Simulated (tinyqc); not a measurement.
Valence-band offset from core levels (Kraut method), with the dipole against the affinity rule: one step of the calculation.

Binding energies are counted downwards from the Fermi level. dEv > 0 means that the valence edge of B lies below that of A, dEc > 0 that the conduction edge of B lies above that of A; dEc + dEv = EgB - EgA. The spectra are made-up values treated as data.

Question. Valence-band maximum of bare A. Fit a straight line to the leading edge by least squares; the maximum vA lies where it meets the background.

Values chosen for this exercise:
```
symbol,value,unit,meaning
bg,90,,background counts in the gap
```

| point | binding energy (eV) | counts on the leading edge |
|---|---|---|
| 0 | 0.77 | 205 |
| 1 | 0.89 | 260 |
| 2 | 1.01 | 316 |
| 3 | 1.13 | 377 |
| 4 | 1.25 | 441 |
| 5 | 1.37 | 490 |

Give: slope; intercept; vA.

Answer.

slope = 483.10 counts/eV
intercept = -168.75 counts
vA = 0.53560 eV

Computed by the program tinyqc: `OMP_NUM_THREADS=1 python tinyqc.py 2410003 2410004 out.jsonl`, one thread of a shared Intel Xeon 2.30GHz, about 0.01 s for the whole run.
